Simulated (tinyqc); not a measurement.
Two-step dopant diffusion (predeposition and drive-in) with a constant diffusivity: one step, computed by the program tinyqc. Command: `OMP_NUM_THREADS=1 python tinyqc.py 3011338 3011339 out.jsonl dopdiff walk`. One thread of a shared host (Intel(R) Xeon(R) Processor @ 2.30GHz), about 0.06 s of CPU time with the checks.

Fick diffusion into a half space x > 0 whose background doping C_B is of the opposite type, so that a junction lies where C = C_B.

Question. Drive-in as a Gaussian. With a sealed surface and a thin source, C = Q/sqrt(pi (Dt)2) exp(-x^2/(4 (Dt)2)); x_j = 2 sqrt((Dt)2 ln(C(0)/C_B)); gradient at the junction |dC/dx| = C_B x_j/(2 (Dt)2).

Inputs (values chosen for the exercise, modelled on gallium in silicon):
```
quantity                        value    unit
surface concentration C_s     2.8e+19  1/cm^3
background doping C_B         1.1e+15  1/cm^3
predeposition temperature T1     1050       C
drive-in temperature T2          1075       C
stand-by temperature              700       C
```

dose Q = 1.131531e+14 1/cm^2

drive-in budget (Dt)2 = 5.287855e-10 cm^2

Give: surface concentration C(0) (Gaussian); junction depth x_j; gradient at the junction.

Answer.

surface concentration C(0) (Gaussian) = 2.776e+18 1/cm^3

junction depth x_j = 1.287 um

gradient at the junction = 1.339e+20 1/cm^4

Caution: C_s exceeds the intrinsic carrier density of silicon at the predeposition temperature (2e18 to 1e19 per cm^3), where real diffusivities rise with concentration and profiles turn box-like.
